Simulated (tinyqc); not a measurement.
# Avalanche multiplication and breakdown of a junction from ionisation integrals, step by step

A worked calculation. Computed by tinyqc, a small Python program that keeps every step. Command: `OMP_NUM_THREADS=1 python tinyqc.py 3005854 3005855 out.jsonl impact walk`. One thread of a shared host (Intel(R) Xeon(R) Processor @ 2.30GHz), about 0.01 s of CPU time with the checks. Intermediate numbers are printed to about 5 digits and carried at full precision; extremes and crossings named in words are read from the listed rows.

Ionisation coefficients follow the local field. Position x runs through the depletion layer from the p side (x = 0), where electrons enter, to the n side (x = w), where holes enter. The built-in voltage is neglected.

Inputs (values chosen for the exercise, modelled on germanium): electron prefactor a_n = 1.5e+07 1/cm; electron field b_n = 1.55e+06 V/cm; hole prefactor a_p = 9.97e+06 1/cm; hole field b_p = 1.32e+06 V/cm; exponent c = 1; permittivity eps = 16; drift-layer mobility mu = 1700 cm^2/(V s); doping N of the lightly doped side = 3.3e+14 1/cm^3; bias as a fraction of the breakdown voltage = 0.62.

Junction: one-sided abrupt n+p.

Constants: e = 1.602176634e-19 C; eps_0 = 8.8541878128e-12 F/m.

## Breakdown

alpha_n = a_n exp(-(b_n/F)^c), alpha_p = a_p exp(-(b_p/F)^c). Field F = F_m (1 - s), w = eps eps_0 F_m/(e N), V = F_m w/2, with s = 1 - x/w (the peak lies at the n+ side). With Phi(x) = int_0^x (alpha_n - alpha_p) dx': 1 - 1/M_n = I_n = int_0^w alpha_n exp(-Phi) dx and M_p = M_n exp(-Phi(w)); trapezoid rule on 401 even points; breakdown at I_n = 1. Solve I_n(F_m) = 1.

critical field F_m = 0.16610 MV/cm

width at breakdown = 44.506 micrometre

breakdown voltage = 369.63 V

## Coefficients at the critical field

The formulas are those given above.

alpha_n = 1328.8 1/cm

alpha_p = 3527.0 1/cm

ratio k = alpha_p/alpha_n = 2.6544

shorter ionisation length = 2.8352 micrometre

Holes ionise more readily at the peak field.

## Field and integrand below breakdown

Bias V = fraction times the breakdown voltage.

peak field = 0.13079 MV/cm

Every 50th point:
```
x (micrometre)  F (MV/cm)  alpha_n (1/cm)  alpha_p (1/cm)          Phi  I_n up to x
0.000             0.00000               0               0            0            0
4.381             0.01635      1.0027e-34      8.5821e-29  -5.5180e-34   5.8534e-40
8.761             0.03270      3.8782e-14      2.9251e-11  -6.1339e-16   7.0165e-19
13.142            0.04905      2.8256e-07      2.0433e-05  -9.2236e-10   1.1113e-11
17.522            0.06539      7.6271e-04      1.7077e-02  -1.3029e-06   5.2210e-08
21.903            0.08174      8.7318e-02      9.6755e-01  -1.0830e-04   9.1676e-06
26.283            0.09809      2.0587e+00      1.4273e+01  -2.1401e-03   3.0616e-04
30.664            0.11444      1.9677e+01      9.7588e+01  -1.8418e-02   3.9508e-03
35.044            0.13079      1.0696e+02      4.1263e+02  -9.3730e-02   2.8760e-02
```

## Multiplication and noise

M_n = 1/(1 - I_n), M_p = M_n exp(-Phi(w)); McIntyre excess noise for the carrier with the larger M, F_x = k M + (1 - k)(2 - 1/M), with k = (smaller M - 1)/(larger M - 1).

M_n = 1.0296

M_p = 1.1308

effective k = 0.22642

excess noise factor = 1.1191

Injecting holes gives the larger gain and, at equal gain, the lower noise.

## On-resistance of the drift layer

R_on = w/(e mu N) with w the width at breakdown; figure of merit V_B^2/R_on; for a triangular field it equals eps eps_0 mu F_m^3/4.

specific on-resistance = 49.516 milliohm cm^2

V_B^2/R_on = 2.7592 MW/cm^2

eps eps_0 mu F_m^3/4 = 2.7592 MW/cm^2

## Gain against bias and Miller's formula

Miller's exponent n is defined by 1 - 1/M = (V/V_B)^n for the larger M.

Gain:
```
V/V_B   V (V)  F_m (MV/cm)     M_n     M_p  Miller exponent n
0.50   184.82      0.11745   1.006   1.032             5.0065
0.60   221.78      0.12866   1.023   1.106             4.5937
0.70   258.74      0.13897   1.073   1.290             4.1872
0.80   295.71      0.14857   1.214   1.756             3.7767
0.90   332.67      0.15758   1.733   3.351             3.3634
0.95   351.15      0.16190   2.855   6.686             3.1586
0.98   362.24      0.16443   6.291  16.801             3.0374
0.99   365.94      0.16527  12.042  33.698             2.9974
```

The larger gain passes 2 between 0.800 and 0.900 of V_B and reaches 33.7 at 0.99. Miller's exponent runs from 3.0 to 5.0, so it is not a constant: a fit holds over a narrow range only. From the first row to the last the voltage grows by a factor 1.98 and the peak field by 1.41.

Checks made by the program: the hole form of the condition, int alpha_p exp(Phi(w) - Phi) dx = 1 (relative difference 7e-05).
